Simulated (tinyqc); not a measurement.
Transfer-length model of a contact: one step of the calculation.

A metal contact of length d and width W on a thin layer of the same width. The metal has no resistance, the sheet resistance under it equals Rsh, and current enters the layer at the front edge x = 0.

Task. Straight-line fit. Pairs of such contacts at gaps L have R_T = Rsh L/W + 2 Rc. The values of R_T were made from Rsh and rc and are treated as data. Least squares: slope = sum (L - mean L)(R_T - mean R_T)/sum (L - mean L)^2, intercept = mean R_T - slope mean L. Rsh = slope W, Rc = intercept/2, and A = Rc/slope is half the distance from the origin to the zero of the line.

Inputs (values chosen for the exercise):
- W = 110 um (contact width)

L, gap 1 to 4 (um): [5.3, 8.4, 13, 21]
R_T, gap 1 to 4 (ohm): [6.6782, 8.1718, 10.388, 14.243]

Find: slope; intercept; Rsh; Rc; A.

Result.

slope = 0.4818 ohm/um
intercept = 4.124 ohm
Rsh = 53.00 ohm/sq
Rc = 2.062 ohm
A = 4.280 um

tinyqc, about 0.01 s, one thread, Intel Xeon 2.30GHz (shared host): `OMP_NUM_THREADS=1 python tinyqc.py 2760066 2760067 out.jsonl`
